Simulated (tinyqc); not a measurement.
## Density and mobility of a removed layer (differential Hall)

Question. For layers in parallel the sheet conductance g = 1/Rs and the product g mu_H (mu_H signed, unit Hall factors) are additive. Find the sheet density and mobility of the layer that was removed, and its share of the conductance.

Constants: q = 1.602176634e-19 C. Results are converted to the units shown.

Rs before and after removing the top layer (ohm/square): [1209.5948, 1733.7525]
apparent mobility before and after, signed (cm^2/(V s)): [232.88372, 300]

Answer. The differences give g1 = q n mu and g1 mu = q n mu^2; their ratio is mu and g1^2/(q g1 mu) is n.

sheet density = 2.00e13 cm^-2
mobility = 78.0 cm^2/(V s)
share of the conductance = 30.2 %

Program tinyqc, `OMP_NUM_THREADS=1 python tinyqc.py 2850167 2850168 out.jsonl`; Intel Xeon 2.30GHz, shared host, one thread, about 0.04 s.
